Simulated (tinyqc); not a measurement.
## Lifetime from the low-frequency admittance

Problem. At low frequency a p+-n diode with a base of width wb has C_diff/G = (tau/2)(1 - 2 x/sinh 2x), x = wb/sqrt(Dp tau). Find tau, x and the limit of C_diff/G for infinite lifetime, wb^2/(3 Dp).

Inputs (values chosen for the exercise): hole diffusion coefficient Dp = 8.2 cm^2/s; width of the neutral base wb = 18 um.

G = 2.7490505 S/cm^2
C_diff = 0.34604784 uF/cm^2

Answer. The ratio rises steadily with tau from tau/2 (long base) towards wb^2/(3 Dp) (short base), so one lifetime matches as long as the ratio is below that limit.

tau = 4.000e-6 s
x = 0.3143
limit of C_diff/G = 1.317e-7 s

tinyqc, about 0.01 s, one thread, Intel Xeon 2.30GHz (shared host): `OMP_NUM_THREADS=1 python tinyqc.py 2890219 2890220 out.jsonl`
